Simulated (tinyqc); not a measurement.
Surface photovoltage measurement of the minority-carrier diffusion length in a wafer: one step, computed by the program tinyqc. Command: `OMP_NUM_THREADS=1 python tinyqc.py 3130373 3130374 out.jsonl spv walk`. One thread of a shared host (Intel(R) Xeon(R) Processor @ 2.30GHz), about 0.01 s of CPU time with the checks.

Low injection, steady light, a depletion layer much thinner than 1/alpha and L. The excess density dn is taken at the front edge of the neutral region; light that reaches the back is lost.

Problem. The linear plot. alpha = (84.732/lambda - 76.417)^2 per cm with lambda in micrometre (an empirical fit for silicon between 0.7 and 1.05 micrometre). Thick wafer: dn = Phi L/((S_f + D/L)(L + 1/alpha)). Finite wafer, with s = S_b L/D, w = W/L, a = alpha L: dn = [Phi a/(a^2 - 1)] [a - B - exp(-alpha W)(a - s)/(cosh w + s sinh w)]/(S_f + B D/L), B = (sinh w + s cosh w)/(cosh w + s sinh w). Readings y = (Phi/dn) (1 + noise x g) at 780, 830, 880, 920, 950, 975 and 995 nm; a least-squares line y = c (1/alpha + L_app) gives L_app = intercept/slope.

Inputs (values chosen for the exercise, modelled on p-type silicon at room temperature):
```
quantity                            value        unit
diffusion length L                     39  micrometre
wafer thickness W                     775  micrometre
diffusivity D                        28.1      cm^2/s
front recombination velocity S_f      270        cm/s
back recombination velocity S_b    130000        cm/s
photon flux entering              2.4e+11  1/(cm^2 s)
relative noise of each reading          1           %
```

normal deviates g for the noise: -0.59  -0.63  0.88  1.11  0.32  0.33  0.72

Give: the table «Readings» with the columns 1/alpha (micrometre), y (cm/s), line (cm/s), for lambda (nm) = 780, 830, 880, 920, 950, 975, 995; slope; apparent length L_app; error of L_app (rounded to 0.001).

Solution.

Readings:
```
lambda (nm)  1/alpha (micrometre)  y (cm/s)  line (cm/s)
780                           9.6      9267         9319
830                          15.2     10318        10391
880                          25.3     12439        12356
920                          40.7     15437        15321
950                          61.3     19282        19311
975                          90.9     24983        25046
995                         130.9     32797        32780
```

slope = 193.5 cm/(s micrometre)

apparent length L_app = 38.53 micrometre

error of L_app (rounded to 0.001) = -1.21 %

At W/L = 19.9 the finite thickness shifts L_app by less than 0.05 %. S_f scales all readings alike and leaves L_app unchanged.
